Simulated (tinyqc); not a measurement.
# Changing the regular-solution parameter W

Model: interdiffusion in a binary couple: Darken equations, Kirkendall shift and Boltzmann-Matano analysis. Computed by tinyqc, a small Python program. Command: `OMP_NUM_THREADS=1 python tinyqc.py 3031075 3031076 out.jsonl darken sweep`. One thread of a shared host (Intel(R) Xeon(R) Processor @ 2.30GHz), about 0.2 s of CPU time with the checks.

x is the mole fraction of B; the molar volume is constant, and the two halves are long enough to count as infinite.

Inputs (values chosen for the exercise, for a model alloy A-B):

| quantity | value | unit |
|---|---|---|
| tracer diffusivity D*_A(0) | 3.9e-13 | m^2/s |
| tracer diffusivity D*_B(0) | 1.2e-13 | m^2/s |
| slope k of ln D* with x | 2.1 | - |
| temperature T | 1330 | K |
| left composition x_L | 0.31 | - |
| right composition x_R | 0.75 | - |
| time t | 25000 | s |
| composition x for the local step | 0.44 | - |

Vacancy-wind correction: Manning, fcc.

Constants: k_B = 8.617333262e-05 eV/K.

Method:
- D*_i(x) = D*_i(0) exp(k x); thermodynamic factor Phi = 1 - 2 W x (1 - x)/(k_B T); with f0 = 0.7815, M0 = 2 f0/(1 - f0), den = M0 ((1 - x) D*_A + x D*_B): D_A = D*_A Phi [1 + 2 (1 - x)(D*_A - D*_B)/den], D_B = D*_B Phi [1 - 2 x (D*_A - D*_B)/den]; interdiffusion D~ = x D_A + (1 - x) D_B.
- With lambda = z/sqrt(t), the profile solves d/dlambda (D~ dx/dlambda) + (lambda/2) dx/dlambda = 0 with x = x_L and x_R far to the left and right; z = 0 is the original interface. It is solved as a boundary-value problem in y = lambda/sqrt(D~ at the mean composition) on -12 < y < 12 (collocation, tolerance 1e-8).
- Read from the profile: the position z(x), the area -int_(x_L)^x z dx and the slope.
- Lattice planes move with v = (D_B - D_A) dx/dz; markers from the original interface stay at one composition, where z_K = 2 t v.

One run for each value:

| regular-solution parameter W (eV) | thermodynamic factor Phi | interdiffusion coefficient D~ at the local x (m^2/s) | marker position z_K (um) | slope dx/dz at the local x (1/um) |
|---|---|---|---|---|
| -0.25 | 2.0749 | 1.3451e-12 | -64.042 | 0.0006244 |
| -0.20 | 1.8600 | 1.2058e-12 | -60.690 | 0.0006601 |
| -0.15 | 1.6450 | 1.0664e-12 | -57.141 | 0.0007026 |
| -0.10 | 1.4300 | 9.2702e-13 | -53.357 | 0.0007545 |
| -0.05 | 1.2150 | 7.8765e-13 | -49.283 | 0.0008200 |
| 0.00 | 1.0000 | 6.4827e-13 | -44.839 | 0.0009062 |
| 0.05 | 0.7850 | 5.0890e-13 | -39.904 | 0.0010267 |
| 0.10 | 0.5700 | 3.6953e-13 | -34.263 | 0.0012130 |
| 0.15 | 0.3550 | 2.3016e-13 | -27.483 | 0.0015589 |

Over the rows, thermodynamic factor Phi falls from 2.07 to 0.355; interdiffusion coefficient D~ at the local x (m^2/s) falls from 1.35e-12 to 2.30e-13; marker position z_K (um) rises from -64.0 to -27.5. Phi is linear in W and would vanish at this composition for W = 0.233 eV, the spinodal. Left out: 0.200 (Phi falls below 0.15 or turns negative within the couple, near or inside the spinodal).
